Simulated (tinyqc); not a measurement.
Changing the ion energy E: implant damage, amorphisation by cascade overlap, and solid-phase epitaxial regrowth. Computed by tinyqc, a small Python program. Command: `OMP_NUM_THREADS=1 python tinyqc.py 3110291 3110292 out.jsonl sper sweep`. One thread of a shared host (Intel(R) Xeon(R) Processor @ 2.30GHz), about 0.01 s of CPU time with the checks.

Range and width of the damage are inputs. Dynamic annealing enters only through the surviving share f.

Inputs (values chosen for the exercise, modelled on silicon ions in silicon):

| quantity | value | unit |
|---|---|---|
| ion Z1 | 14 | - |
| ion mass M1 | 28 | u |
| target Z2 | 14 | - |
| target mass M2 | 28.09 | u |
| displacement energy E_d | 13 | eV |

Constants: a_0 = 0.529177210903 angstrom; e^2/(4 pi eps_0) = 14.39964548 eV angstrom.

Method. Robinson partition: eps = E a M2/(Z1 Z2 (e^2/(4 pi eps_0)) (M1 + M2)), a = 0.8853 a_0/sqrt(Z1^(2/3) + Z2^(2/3)); k = 0.0793 Z1^(2/3) Z2^(1/2) (M1 + M2)^(3/2)/((Z1^(2/3) + Z2^(2/3))^(3/4) M1^(3/2) M2^(1/2)); damage energy T_d = E/(1 + k (eps + 0.40244 eps^(3/4) + 3.4008 eps^(1/6))); displacements nu = 0.8 T_d/(2 E_d).

One run for each value:

| ion energy E (keV) | T_d/E | displacements per ion nu | reduced energy eps |
|---|---|---|---|
| 1.0 | 0.78398 | 24.1 | 0.0244 |
| 2.0 | 0.76077 | 46.8 | 0.0488 |
| 4.2 | 0.73178 | 94.6 | 0.1024 |
| 8.5 | 0.69841 | 182.7 | 0.2073 |
| 17.0 | 0.65725 | 343.8 | 0.4146 |
| 72.0 | 0.52783 | 1169.3 | 1.7560 |
| 150.0 | 0.43280 | 1997.5 | 3.6583 |
| 300.0 | 0.33018 | 3047.8 | 7.3167 |

Give the missing row, ion energy E (keV) = 35.0.

Computed row:
```
ion energy E (keV)    T_d/E  displacements per ion nu  reduced energy eps
35.0                0.60141                     647.7              0.8536
```

Interpolating between the two neighbouring rows (the first column on a logarithmic scale, the others too where they are positive) misses by up to 2.1 %. Over the rows, T_d/E falls from 0.784 to 0.330 (exponent d ln y / d ln x -0.043 between the first rows and -0.39 between the last); displacements per ion nu rises from 24.1 to 3050 (exponent d ln y / d ln x 0.96 between the first rows and 0.61 between the last); reduced energy eps rises from 0.0244 to 7.32 (exponent d ln y / d ln x about 1.00 throughout). Electronic losses take a growing share as eps rises, so nu grows more slowly than E.
